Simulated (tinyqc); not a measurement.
Inside a calculation. Method: tight binding, honeycomb lattice. Computed by tinyqc, a small Python program that keeps every step. Settings: t1 = 1.03, t2 = 0.19, phi = 1.57, delta = 1.9, points = 7. Command: `OMP_NUM_THREADS=1 python tinyqc.py 29830 29831 out.jsonl` (the two numbers bound the seeds that draw the settings). One thread of a shared host (Intel(R) Xeon(R) Processor @ 2.60GHz), about 0.01 s of CPU time with the checks.

## Bloch Hamiltonian at k

Parameters chosen for this model:
```
parameter     value                        unit
t1         1.030000                 eV, nearest
t2         0.190000       eV, second neighbours
phi        1.570000  rad, phase of t2 (Haldane)
delta      1.900000          eV, +/- on A and B
```

k point k (fractions of the reciprocal vectors): [-0.3900, -0.0400]

H_AB = -t1 (1 + exp(-i k.a1) + exp(-i k.a2)); H_AA = delta - 2 t2 sum cos(k.b + phi), H_BB = -delta - 2 t2 sum cos(k.b - phi), b = a1, a2 - a1, -a2.

H(k) at k (eV), order A, B:
```
[[2.0598, -1.2340-0.9127i],
 [-1.2340+0.9127i, -2.0596]]
```

## Levels at k

Diagonalise the Hermitian matrix.

eigenvalues (eV): [-2.5686, 2.5688]

weights |c|^2 of the basis functions, order A, B:
```
[[0.0991, 0.9009],
 [0.9009, 0.0991]]
```

## Bloch Hamiltonian at K

k point K (fractions of the reciprocal vectors): [0.3333, 0.6667]

As before.

H(k) at K (eV), order A, B:
```
[[2.8877, 0.0000],
 [0.0000, -2.8868]]
```

## Levels at K

As before.

eigenvalues (eV): [-2.8868, 2.8877]

weights |c|^2 of the basis functions, order A, B:
```
[[0.0000, 1.0000],
 [1.0000, 0.0000]]
```

## Bands along a path

The same steps at evenly spaced points between the labelled ones.

Bands along the path (eV):
```
k           band 1  band 2
G          -3.6283  3.6265
G-K 0.33   -3.2959  3.2948
G-K 0.67   -2.8753  2.8757
K          -2.8868  2.8877
K-M 0.33   -2.8162  2.8170
K-M 0.67   -2.5688  2.5695
M          -2.1609  2.1615
M-K' 0.33  -1.6636  1.6643
M-K' 0.67  -1.1727  1.1736
K'         -0.9123  0.9132
```

With 1 band(s) filled, the highest filled level on these points lies at K' and the lowest empty one at K': a gap of 1.8255 eV, direct.

## Chern number of the lower band

On a 7 x 7 mesh, the phase of the product of overlaps around each plaquette (k1 then k2); the sum over 2 pi is an integer.

plaquette phases (rad):
```
[[0.0000, -0.0205, -0.0458, -0.0451, 0.0156, 0.0403, 0.0230],
 [0.0190, -0.0154, -0.0451, -0.0547, -0.0257, 0.0224, 0.0403],
 [0.0413, 0.0123, -0.0401, -0.0608, -0.0511, -0.0257, 0.0156],
 [0.0014, 0.0937, 0.0399, -0.0537, -0.0608, -0.0547, -0.0451],
 [-0.0457, 0.0542, 0.2921, 0.0399, -0.0401, -0.0451, -0.0458],
 [-0.0201, -0.0210, 0.0542, 0.0937, 0.0123, -0.0154, -0.0205],
 [-0.0091, -0.0201, -0.0457, 0.0014, 0.0413, 0.0190, 0.0000]]
```

Chern number = 0.0000
